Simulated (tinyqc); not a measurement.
Inside a calculation. Model: electron mobility of a polar semiconductor by Rode's iterative solution of the Boltzmann equation. Computed by tinyqc, a small Python program that keeps every step. Command: `OMP_NUM_THREADS=1 python tinyqc.py 3012064 3012065 out.jsonl rode walk`. One thread of a shared host (Intel(R) Xeon(R) Processor @ 2.30GHz), about 0.01 s of CPU time with the checks. Intermediate numbers are printed to about 5 digits and carried at full precision; extremes and crossings named in words are read from the listed rows.

The distribution is f(E) + e F l(E) (-df/dE) cos(theta) for a weak field F, theta counted from the force; l(E) is a mean free path. Elastic processes enter by their momentum rate, polar optical phonons by out- and in-scattering terms. One valley only: where upper valleys lie close, measured mobilities are lower. The density n is prescribed, even where a narrow-gap material would have more intrinsic carriers.

Inputs (values chosen for the exercise, modelled on InAs):

| quantity | value | unit |
|---|---|---|
| effective mass m | 0.0228 | m_0 |
| static permittivity eps_s | 15.1 | - |
| high-frequency permittivity eps_inf | 12.3 | - |
| density rho | 5680 | kg/m^3 |
| sound velocity v_l | 4190 | m/s |
| acoustic deformation potential D_A | 6.3 | eV |
| optical phonon energy hbar w | 29.9 | meV |
| electron density n | 5e+16 | 1/cm^3 |
| compensation ratio C | 0 | - |
| temperature T | 300 | K |
| grid points per phonon energy s | 10 | - |
| iteration cap | 200 | - |

Band: parabolic. Elastic processes: acoustic, impurity.

Constants: k_B = 8.617333262e-05 eV/K; m_0 = 9.1093837015e-31 kg; e = 1.602176634e-19 C; hbar = 1.054571817e-34 J s; eps_0 = 8.8541878128e-12 F/m; k_B = 1.380649e-23 J/K; hbar = 6.582119569e-16 eV s.

## Fermi level and screening

Parabolic band: E = hbar^2 k^2/(2 m), speed v = hbar k/m, states per spin, volume and energy g(E) = m k/(2 pi^2 hbar^2). Masses are multiplied by m_0 and all formulas are in SI units. The reduced Fermi level eta = E_F/(k_B T) solves n = 2 Z int g f dE with f = 1/(1 + exp(x - eta)) (Z = 1 unless valleys are given); screening length L_s = sqrt(eps_s eps_0 k_B T/(e^2 dn/deta)), dn/deta = 2 Z int g f (1 - f) dE. Integrals over x = E/(k_B T) use 160 Gauss-Legendre points in u = sqrt(x) from 0 to sqrt(max(eta, 0) + 32). N_I = n (1 + C)/(1 - C).

reduced Fermi level eta = -0.34388

screening length L_s = 22.767 nm

ionised impurity density N_I = 5.00e+16 1/cm^3

## Rates on one ladder of the grid

Phonon occupation N_q = 1/(exp(hbar w/(k_B T)) - 1). Acoustic deformation potential (elastic, equipartition, absorption and emission together): 1/tau = 2 pi k_B T D_A^2 g(E)/(hbar rho v_l^2). Singly charged impurities, momentum relaxation: 1/tau = N_I e^4 m (1 + 2 alpha E) Phi/(8 pi (eps_s eps_0)^2 hbar^3 k^3), with alpha = 0 for a parabolic band. Brooks-Herring: Phi = ln(1 + b) - b/(1 + b), b = 4 k^2 L_s^2. Polar optical, unscreened: W = e^2 w (1/eps_inf - 1/eps_s) m (1 + 2 alpha E') ln|(k + k')/(k - k')| / (4 pi eps_0 hbar^2 k), times N_q for absorption (E' = E + hbar w) and N_q + 1 for emission (E' = E - hbar w > 0), with alpha = 0 for a parabolic band; mean cosine of the angle <cos> = (k^2 + k'^2)/(2 k k') - 1/ln|(k + k')/(k - k')|. Energy grid E_j = (j + 1/2) hbar w/s, j = 0, 1, ..., up to (max(eta, 0) + 18) k_B T, so that E_j +/- hbar w are grid points; l = 0 beyond the grid; integrals are sums times the spacing. With f' = f(E'): out-scattering S_o = sum over absorption and emission of W (1 - f')/(1 - f); nu = sum of elastic rates; the in-scattering weights are c+ = W_abs <cos> (1 - f')/(1 - f) for E' = E + hbar w and c- likewise for emission.

Points j = s/2, s/2 + s, ... (the first seven rungs, or as many as the grid holds), rates in 1e12/s:

| E (meV) | v (m/s) | nu | S_o | c+ | c- |
|---|---|---|---|---|---|
| 16.445 | 5.0370e+05 | 2.8310 | 2.3051 | 0.9423 | 0.0000 |
| 46.345 | 8.4559e+05 | 0.9075 | 4.7159 | 1.0115 | 1.1794 |
| 76.245 | 1.0846e+06 | 0.5268 | 5.5263 | 0.9936 | 2.1572 |
| 106.145 | 1.2797e+06 | 0.3762 | 5.6625 | 0.9762 | 2.5472 |
| 136.045 | 1.4488e+06 | 0.2996 | 5.5915 | 0.9601 | 2.6981 |
| 165.945 | 1.6001e+06 | 0.2552 | 5.4617 | 0.9442 | 2.7498 |
| 195.845 | 1.7383e+06 | 0.2274 | 5.3219 | 0.9283 | 2.7586 |

Points one phonon energy apart are coupled only to each other, so the grid falls into s independent ladders.

## The first two iterations on one ladder of the grid

Iteration: l_new(E) = [v(E) + c+ l(E + hbar w) + c- l(E - hbar w)]/(nu + S_o), from l = 0.

l after iteration 1 (nm): 98.07  150.37  179.18  211.92  245.93  279.89  313.24

l after iteration 2 (all rungs but the last shown) (nm): 125.66  203.17  267.56  327.26  388.60  449.91

In-scattering lengthens l on the lowest rung by 28.1 % and on the second by 35.1 % in this step.

## The whole iteration

mu = e sum g v l f (1 - f) / (3 k_B T sum g f) over the grid; stop when mu changes by less than 1e-8 of itself.

Course of the iteration:

| iteration | mu (cm^2/(V s)) | relative change |
|---|---|---|
| 1 | 13879 | 1.0000e+00 |
| 2 | 19773 | 2.9812e-01 |
| 3 | 22496 | 1.2101e-01 |
| 4 | 23776 | 5.3849e-02 |
| 5 | 24398 | 2.5495e-02 |
| 6 | 24703 | 1.2367e-02 |
| 7 | 24857 | 6.1605e-03 |
| ... | ... | ... |
| 23 | 25017 | 2.7756e-07 |
| 24 | 25017 | 1.5491e-07 |
| 25 | 25017 | 8.6810e-08 |
| 26 | 25017 | 4.8761e-08 |
| 27 | 25017 | 2.7487e-08 |
| 28 | 25017 | 1.5527e-08 |
| 29 | 25017 | 8.7986e-09 |

mobility mu = 25017 cm^2/(V s)

iterations = 29

Converged in 29 iterations; mu rises at every step, from 13880 to 25020, since each step returns more of the forward-scattered current.

## Approximations against the iterative solution

Self-energy RTA: l = v/(nu + S_o), the first iteration. Momentum RTA: l = v/(nu + S_o - c+ v(E + hbar w)/v - c- v(E - hbar w)/v), listed only where the denominator is positive on the whole grid. The polar-only value solves the same system with nu = 0; the elastic value takes l = v/nu.

Mobilities:

| method | mu (cm^2/(V s)) | deviation (%) |
|---|---|---|
| iterative solution | 2.5017e+04 | 0.00 |
| self-energy RTA | 1.3879e+04 | -44.52 |
| momentum RTA | 2.5232e+04 | 0.86 |
| polar phonons alone, exact | 3.6789e+04 | 47.06 |
| elastic processes alone | 1.3285e+05 | 431.05 |
| Matthiessen's rule on the last two | 2.8811e+04 | 15.17 |

self-energy RTA mobility = 13879 cm^2/(V s)

polar-phonon mobility = 36789 cm^2/(V s)

elastic mobility = 1.3285e+05 cm^2/(V s)

error of the self-energy RTA = -44.523 %

The self-energy RTA is 44.5 % low: it counts every polar event as a full loss of current, though forward events keep part of it. Here hbar w/k_B T = 1.16. Matthiessen's rule is 15.2 % high. The momentum RTA deviates by +0.9 %.

Checks made by the program: iterated mobility against a direct solution of the banded linear system (relative difference 1e-08).
